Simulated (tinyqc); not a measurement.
Phonon-assisted absorption at an indirect gap: one step. What a slab does with it. Four cases, with inputs chosen for the exercise.

Problem. d in cm is 1e-4 times the value in micrometres.

Slab of thickness d in air, incoherent passes: R = ((nr - 1)/(nr + 1))^2, x = exp(-alpha d); transmitted Tr = (1 - R)^2 x/(1 - R^2 x^2), reflected Rt = R + (1 - R)^2 R x^2/(1 - R^2 x^2), absorbed Ab = (1 - R)(1 - x)/(1 - R x).

Case 1.

Values chosen (out of a larger set: loosely those of Si at room temperature; Eg is not tied to T; not measured data): nr = 3.53 (refractive index); d = 52 micrometre (thickness).

alpha = 111.653 1/cm

Case 2.

Values chosen (out of a larger set: loosely those of SiGe at room temperature; Eg is not tied to T; not measured data): nr = 3.75 (refractive index); d = 82 micrometre (thickness).

alpha = 35.1591 1/cm

Case 3.

Values chosen (out of a larger set: loosely those of SiGe at room temperature; Eg is not tied to T; not measured data): nr = 3.8 (refractive index); d = 0.53 micrometre (thickness).

alpha = 1.16162 1/cm

Case 4.

Values chosen (out of a larger set: loosely those of Si at room temperature; Eg is not tied to T; not measured data): nr = 3.6 (refractive index); d = 300 micrometre (thickness).

alpha = 81.2939 1/cm

Give: R; x; Tr; Rt; Ab.

Solution.

Case 1.

R = 0.3119
x = 0.5596
Tr = 0.2733
Rt = 0.3596
Ab = 0.3671

A single pass would absorb (1 - R)(1 - x) = 0.3031; the back face adds 0.0641.

Case 2.

R = 0.3352
x = 0.7495
Tr = 0.3536
Rt = 0.4240
Ab = 0.2224

A single pass would absorb (1 - R)(1 - x) = 0.1665; the back face adds 0.0559.

Case 3.

R = 0.3403
x = 0.9999
Tr = 0.4922
Rt = 0.5077
Ab = 0.0001

A single pass would absorb (1 - R)(1 - x) = 0.0000; the back face adds 0.0000.

Case 4.

R = 0.3195
x = 0.0873
Tr = 0.0404
Rt = 0.3206
Ab = 0.6390

A single pass would absorb (1 - R)(1 - x) = 0.6211; the back face adds 0.0178.

Computed by tinyqc, one run a case: `OMP_NUM_THREADS=1 python tinyqc.py N N+1 out.jsonl` with N = 1650454, 1650465, 1650522, 1650623; one thread of a shared Intel(R) Xeon(R) Processor @ 2.30GHz, about 0.01 s a run at most.
